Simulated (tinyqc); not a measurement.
Penn model of the dielectric constant and Phillips ionicity: one step. Penn gap from the dielectric constant. Two cases, with inputs chosen for the exercise.

Task: Start with S = 1 and repeat Eg = Ep sqrt(S/(ei - 1)) until Eg changes by less than 1e-6 eV.

n = 32/a^3; Ep^2 = 8 pi c e2 n with c = hbar^2/2m0, e2 = e^2/(4 pi eps0); EF = c (3 pi^2 n)^(2/3); eps = 1 + (Ep/Eg)^2 S with S = 1 - Eg/(4 EF) + (Eg/(4 EF))^2/3, Eg the Penn gap. Core d shells are left out.

Case 1.

Values chosen (out of a larger set: near those of Si; not measured data): ei = 11.69 (high-frequency dielectric constant).

Ep = 16.56432 eV
EF = 12.42869 eV

Case 2.

Values chosen (out of a larger set: near those of InP; not measured data): ei = 9.63 (high-frequency dielectric constant).

Ep = 14.86086 eV
EF = 10.75439 eV

Give: Iterations; Penn gap Eg.

Result:

Case 1.

Iterations:
```
step  Eg in (eV)       S  Eg out (eV)
1         5.0662  0.9016       4.8104
2         4.8104  0.9064       4.8232
3         4.8232  0.9061       4.8226
4         4.8226  0.9061       4.8226
5         4.8226  0.9061       4.8226
6         4.8226  0.9061       4.8226
```

Penn gap Eg = 4.823 eV

The factor S lowers the gap by 0.244 eV from the first estimate. The Penn gap is a mean bonding-antibonding separation, near the main peak of eps2, not the smallest gap.

Case 2.

Iterations:
```
step  Eg in (eV)       S  Eg out (eV)
1         5.0587  0.8870       4.7644
2         4.7644  0.8933       4.7813
3         4.7813  0.8930       4.7803
4         4.7803  0.8930       4.7804
5         4.7804  0.8930       4.7804
6         4.7804  0.8930       4.7804
```

Penn gap Eg = 4.780 eV

The factor S lowers the gap by 0.278 eV from the first estimate. The Penn gap is a mean bonding-antibonding separation, near the main peak of eps2, not the smallest gap.

Computed by tinyqc, one run a case: `OMP_NUM_THREADS=1 python tinyqc.py N N+1 out.jsonl` with N = 1680773, 1680841; one thread of a shared Intel(R) Xeon(R) Processor @ 2.30GHz, about 0.01 s a run at most.
